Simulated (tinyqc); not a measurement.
## Resistance of a source-drain extension with a graded tip: abruptness at a fixed junction position

y runs along the channel, the gate covers y > 0. The doping is N0 for y < y0 and N0 10^(-(y - y0)/la) beyond, uniform over the depth xj. Sheet conductance s(y) = q mu(N) max(N - Nch, 0) xj + (for y > 0) ma Cox Vo, with mu(N) = u0 + (u1 - u0)/(1 + (N/Nr)^au) and Cox = eps0 eox/tox. Current is taken as one-dimensional; depletion of the tip, spreading and the contact are left out. The metallurgical junction lies at yj, where N = Nch.

R_spacer = integral of dy/s from -Ls to 0, R_ov from 0 to yj, R_channel = (Lg - 2 yj)/(ma Cox Vo), R_total = 2 R_spacer + 2 R_ov + R_channel. Electrical length L_eff = ma Cox dR_total/d(1/Vo); R_series = R_total - L_eff/(ma Cox Vo). y0 is moved with la so that yj stays at 6.2885 nm.

Parameters, values chosen for the exercise; mobility law close to that of electrons in silicon: relative permittivity of the gate insulator (close to hafnium oxide) eox = 21.9; insulator thickness tox = 6.9 nm; active doping of the extension far from the gate N0 = 7.2e19 cm^-3; depth of the extension xj = 15 nm; channel doping Nch = 3e17 cm^-3; spacer length Ls = 7 nm; gate overdrive Vo = 0.89 V; mobility of the gate-induced layer ma = 160 cm^2/(V s); mobility at low doping u1 = 1414 cm^2/(V s); mobility at high doping u0 = 68.5 cm^2/(V s); reference doping Nr = 9.2e16 cm^-3; exponent au = 0.711; gate length Lg = 45 nm.

Constants: q = 1.602176634e-19 C, eps0 = 8.8541878128e-14 F/cm where lengths are in cm. Results are converted to the units shown.

The same in every row: yj (nm) = 6.289; R_channel (ohm um) = 81.02.

Abruptness at a fixed junction position:
```
la (nm/decade),R_spacer (ohm um),R_ov (ohm um),R_total (ohm um),L_eff (nm),R_series (ohm um)
1,5.066,6.219,103.6,35.25,15.50
1.6,5.066,7.833,106.8,36.57,15.44
2.1,5.066,9.178,109.5,37.66,15.39
2.7,5.071,10.79,112.7,38.98,15.34
3.3,5.833,12.03,116.7,40.12,16.48
3.9,7.976,12.80,122.6,40.96,20.23
4.4,10.80,13.23,129.1,41.47,25.45
5,15.32,13.60,138.9,41.93,34.08
```

As la goes from 1 to 5 nm/decade, R_total rises from 104 to 139 ohm um, R_spacer rises from 5.07 to 15.3 ohm um and R_ov rises from 6.22 to 13.6 ohm um. R_total changes on average by 8.82 ohm um for each nm/decade. L_eff exceeds the metallurgical length by 2.83 nm in the first row and 9.51 nm in the last, since the gate also controls the lightly doped tips.

tinyqc, about 0.03 s, one thread, Intel Xeon 2.30GHz (shared host): `OMP_NUM_THREADS=1 python tinyqc.py 2282266 2282267 out.jsonl`
